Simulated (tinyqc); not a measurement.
Energy and delay of logic against supply voltage: energy and delay against supply voltage.

One expression serves below and above threshold: I(Vg) = Ik [ln(1 + exp((Vg - VT + dd V)/(al nf Vt)))]^al, with I_on = I(V) and I_off = I(0). Gate delay td = kd C V/I_on, clock period LD td. Per gate and cycle the switching energy is act C V^2 and the leakage energy I_off V LD td. No short-circuit current, no variation. Minima are sought above 0.09 V; below a few Vt gates no longer switch and the model has no meaning.

EDP = energy times td.

Parameters, values chosen for the exercise; values of the order met in logic technologies: temperature T = 358 K; threshold voltage at zero drain bias VT = 0.23 V; slope factor nf = 1.06; barrier lowering per volt of supply dd = 0.05; specific current of a gate Ik = 0.52 uA; exponent of the current law al = 1.4; load capacitance of a gate C = 2.9 fF; delay factor kd = 1.2; logic depth LD = 20; activity factor act = 0.3.

Constants: q = 1.602176634e-19 C, kB = 1.380649e-23 J/K, Vt = kB T/q. Results are converted to the units shown.

Result of one run:
```
I_on (uA),I_off (nA),td (ps),switching (aJ),leakage (aJ),energy (aJ),EDP (fJ ps)
33.86,2.356,111.0,1015,5.648,1020,113.3
```

Which supply voltage V gave this result: 0.15, 0.38, 0.73, 0.97 or 1.08 V?

V = 1.08 V.

The whole series:
```
V (V),I_on (uA),I_off (nA),td (ps),switching (aJ),leakage (aJ),energy (aJ),EDP (fJ ps)
0.15,0.04960,0.5737,1.052e4,19.57,18.11,37.69,396.6
0.27,0.8657,0.6887,1085,63.42,4.036,67.46,73.21
0.38,3.267,0.8142,404.8,125.6,2.505,128.1,51.87
0.5,7.062,0.9773,246.4,217.5,2.408,219.9,54.18
0.62,11.62,1.173,185.8,334.4,2.701,337.1,62.62
0.73,16.31,1.386,155.8,463.6,3.152,466.8,72.71
0.85,21.91,1.663,135.0,628.6,3.816,632.4,85.37
0.97,27.96,1.994,120.7,818.6,4.671,823.3,99.39
1.08,33.86,2.356,111.0,1015,5.648,1020,113.3
1.2,40.65,2.824,102.7,1253,6.965,1260,129.4
```

td falls from 10500 to 103 ps; the energy rises from 37.7 to 1260 aJ and the EDP goes from 397 through a minimum of 51.9 (at V = 0.38 V among the rows listed) to 129 fJ ps. The exact minima lie at V = 0.150 V for the energy and 0.410 V for the EDP. Going from 1.2 V to the energy minimum saves a factor of 33.4 in energy and costs a factor of 102 in delay. Below the minimum the leakage energy rises faster than the switching energy falls, because the clock period grows so steeply.

Numbers from tinyqc (`OMP_NUM_THREADS=1 python tinyqc.py 2082173 2082174 out.jsonl`; about 0.01 s on one thread of a shared Intel Xeon 2.30GHz).
